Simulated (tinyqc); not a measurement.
Shortcuts against the integral: sheet resistance and Hall data of a diffused or implanted layer. Computed by tinyqc, a small Python program. Command: `OMP_NUM_THREADS=1 python tinyqc.py 3016511 3016512 out.jsonl layer walk`. One thread of a shared host (Intel(R) Xeon(R) Processor @ 2.30GHz), about 0.01 s of CPU time with the checks.

Carriers are taken equal to the net active doping down to the junction (full ionisation, which deep dopants in wide-gap hosts do not reach; no spill-over, no depletion), and the Hall factor is 1.

Inputs (values chosen for the exercise, modelled on phosphorus in silicon):

| quantity | value | unit |
|---|---|---|
| mu_min | 69.1 | cm^2/(V s) |
| mu_max | 1440 | cm^2/(V s) |
| N_ref | 8.7e+16 | 1/cm^3 |
| exponent alpha | 0.7 | - |
| peak concentration N_0 | 1.1e+18 | 1/cm^3 |
| length scale l | 380 | nm |
| background doping N_B (opposite type) | 3.7e+16 | 1/cm^3 |

Profile: complementary error function. Activation: complete.

Constants: e = 1.602176634e-19 C.

Method:
- N(x) = N_0 erfc(x/l), dose N_0 l/sqrt(pi), junction x_j = l erfc^-1(N_B/N_0).
- Mobility mu = mu_min + (mu_max - mu_min)/(1 + (N_t/N_ref)^alpha), N_t = active doping + N_B; carriers n = active doping - N_B, all dopants active.
- Integrals from x_0 (0 unless stated) to x_j by the midpoint rule on 400 even intervals: 1/R_s = e int n mu dx; sheet density n_s = int n dx; Hall sheet density (int n mu dx)^2/int n mu^2 dx; Hall mobility int n mu^2 dx/int n mu dx.
- Mean conductivity 1/(R_s x_j); mean mobility 1/(e n_s R_s).
- Shortcuts: R_s = 1/(e Q mu) with the dose Q and the mobility at the (active) peak concentration; 1/(e n_s mu) with mu at N_t = n_s/x_j + N_B; 1/(e Q mu_max).

sheet resistance R_s = 846.225 ohm

dose = 2.35831e+13 1/cm^2

sheet density n_s = 2.11137e+13 1/cm^2

junction depth x_j = 570.829 nm

Sheet resistances:

| method | R_s (ohm) | deviation (%) |
|---|---|---|
| integral | 846.2 | 0.000 |
| dose, mobility at the peak | 1003.6 | 18.601 |
| n_s, mobility at the mean concentration | 709.5 | -16.162 |
| dose, mu_max | 183.8 | -78.281 |

What does the comparison show, and why?

The closest shortcut is «n_s, mobility at the mean concentration» (-16.2 %). The peak mobility is the lowest in the layer, so with full activation it overestimates R_s.

Extremes, crossings and ranges named in words are read from the listed rows.
